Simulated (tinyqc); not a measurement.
Thermal boundary conductance by the acoustic and diffuse mismatch models: one step, computed by the program tinyqc. Command: `OMP_NUM_THREADS=1 python tinyqc.py 3019891 3019892 out.jsonl kapitza walk`. One thread of a shared host (Intel(R) Xeon(R) Processor @ 2.30GHz), about 0.01 s of CPU time with the checks.

Each side has one longitudinal and two transverse Debye branches, omega = v q up to q_D = (6 pi^2 n)^(1/3), with n counting all atoms. Scattering at the interface is elastic. Electrons are left out of G, also for metals. Melting is ignored. G refers to the temperatures of the phonons sent towards the interface. Linear branches over all atoms overstate G at high T, most for crystals with several atoms a cell.

Problem. Temperature rise through the stack. In series: Delta T = J (d_1/kappa_1 + R + d_2/kappa_2), with bulk conductivities in the layers and one-dimensional flow.

Inputs (values chosen for the exercise, modelled on titanium nitride (side 1) and gallium nitride (side 2)):

| quantity | value | unit |
|---|---|---|
| conductivity kappa_1 | 24.7 | W/(m K) |
| conductivity kappa_2 | 195 | W/(m K) |
| temperature T | 50 | K |
| thickness d_1 | 160 | nm |
| thickness d_2 | 94000 | nm |
| heat flux J | 16 | kW/cm^2 |

Structure: film on a substrate.

boundary resistance R = 19.74247 m^2 K/GW

Give: temperature drops; total rise Delta T; interface share of film plus interface.

Solution.

temperature drops (K): film 1.036, interface 3.159, substrate 77.13

total rise Delta T = 81.32 K

interface share of film plus interface = 0.7529

The substrate takes the largest drop, 95 % of the total. Caution: kappa_2 is of room-temperature size, so the Kapitza length is only nominal at this T. Caution: the rise is not small against T, so constant conductivities fail; a rise of thousands of kelvin would destroy the stack. Caution: the conductivities are of room-temperature size; at this T real values can differ much and free paths can be long. Caution: R from emitted-phonon temperatures is too large for use in series with Fourier layers, by up to a factor of about 2.
